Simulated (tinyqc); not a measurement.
# Hall effect and magnetoresistance of several carrier groups with constant relaxation times, step by step

A worked calculation. Computed by tinyqc, a small Python program that keeps every step. Command: `OMP_NUM_THREADS=1 python tinyqc.py 3026642 3026643 out.jsonl hall2 walk`. One thread of a shared host (Intel(R) Xeon(R) Processor @ 2.30GHz), about 0.01 s of CPU time with the checks. Intermediate numbers are printed to about 5 digits and carried at full precision; extremes and crossings named in words are read from the listed rows.

Group 1 has charge -e and group 2 charge +e; s_i is that sign. B lies along z; mu B is formed with mu in m^2/(V s).

Inputs (values chosen for the exercise, for a model conductor):
```
quantity            value        unit
density n1        3.6e+17      1/cm^3
mobility mu1        50000  cm^2/(V s)
density n2        6.3e+17      1/cm^3
mobility mu2        12000  cm^2/(V s)
magnetic field B     0.64           T
```

Carriers: electrons and holes. Densities: per volume.

Constants: e = 1.602176634e-19 C.

## Conductivity of each group

sigma_xx = sum n_i e mu_i/(1 + mu_i^2 B^2); sigma_xy = sum s_i n_i e mu_i^2 B/(1 + mu_i^2 B^2).

Parts (S/cm):
```
group     mu B  sigma_xx  sigma_xy
group 1    3.2    256.58   -821.04
group 2  0.768    761.87    585.12
```

sigma_xx = 1018.5 S/cm

sigma_xy = -235.93 S/cm

sigma at B = 0 = 4095.2 S/cm

## Resistivity, Hall coefficient and magnetoresistance

rho_xx = sigma_xx/(sigma_xx^2 + sigma_xy^2); Hall coefficient R_H = sigma_xy/(B (sigma_xx^2 + sigma_xy^2)), with B in V s/cm^2 (1 T = 1e-4 V s/cm^2); magnetoresistance MR = rho_xx(B)/rho_xx(0) - 1. Apparent density 1/(e |R_H|); Hall mobility |R_H|/rho_xx.

rho_xx = 9.3188e-04 ohm cm

Hall coefficient R_H = -3.3730 cm^3/C

magnetoresistance MR = 281.62 %

apparent density = 1.8504e+18 1/cm^3

Hall mobility = 3619.5 cm^2/(V s)

A one-carrier reading would report electrons of density 1.85e18, against n1 = 3.6e17 and n2 = 6.3e17.

## Limits of weak and strong field

Weak field: R_H(0) = sum s_i n_i mu_i^2/(e (sum n_i mu_i)^2); MR = c B^2 with c = n1 n2 mu1 mu2 (s1 mu1 - s2 mu2)^2/(n1 mu1 + n2 mu2)^2. Strong field: R_H = 1/(e sum s_i n_i); rho_xx saturates at (n1/mu1 + n2/mu2)/(e (sum s_i n_i)^2).

R_H at weak field = -7.7316 cm^3/C

coefficient c = 8.0067 1/T^2

R_H at strong field = 23.117 cm^3/C

saturation MR = 1993.2 %

R_H changes sign between weak and strong field: the faster group rules at weak field, the denser one at strong field.

## Field dependence

rho_xx = sigma_xx/(sigma_xx^2 + sigma_xy^2); Hall coefficient R_H = sigma_xy/(B (sigma_xx^2 + sigma_xy^2)), with B in V s/cm^2 (1 T = 1e-4 V s/cm^2); magnetoresistance MR = rho_xx(B)/rho_xx(0) - 1.

Against the field:
```
B (T)  mu1 B  rho_xx (ohm cm)  R_H (cm^3/C)      MR (%)
0.01    0.05        0.0002444        -7.730  8.0064e-02
0.03    0.15        0.0002459        -7.720  7.2035e-01
0.08     0.4        0.0002567        -7.652  5.1112e+00
0.2        1        0.0003212        -7.244  3.1520e+01
0.5      2.5        0.0006884        -4.916  1.8190e+02
1.2        6        0.0020279         3.573  7.3044e+02
3         15        0.0040568        16.433  1.5613e+03
8         40        0.0049291        21.962  1.9186e+03
24       120        0.0050904        22.984  1.9846e+03
```

R_H changes sign between 0.500 and 1.20 T. MR starts as B^2.00 and ends as B^0.03; it saturates at 1990 %, a large value because the net charge s1 n1 + s2 n2 is small against the total. One group alone would show no magnetoresistance in this model. The rows with mu1 B well above 1 show the semiclassical limit; Landau quantisation is left out.

## Back from four measured limits to the two groups

With z_i = s_i mu_i and w_i = s_i n_i the moments M_k = w1 z1^k + w2 z2^k are M_(-1) = (1 + MR_sat) M_0^2/M_1, M_0 = 1/(e R_strong), M_1 = sigma(0)/e, M_2 = R_weak sigma(0)^2/e. The z_i are the roots of z^2 + p z + q with M_2 + p M_1 + q M_0 = 0 and M_1 + p M_0 + q M_(-1) = 0; then w follows from M_0 and M_1. Group 1 is the faster.

p and q: 38000  -6.0000e+08

signed mobilities s_i mu_i (cm^2/(V s)): -50000  12000

densities (1/cm^3): 3.60e+17  6.30e+17

Checks made by the program: weak-field formulas against the tensor at mu1 B = 1e-3 (relative difference 6e-08); recovered mobilities and densities against the inputs (relative difference below 1e-10).
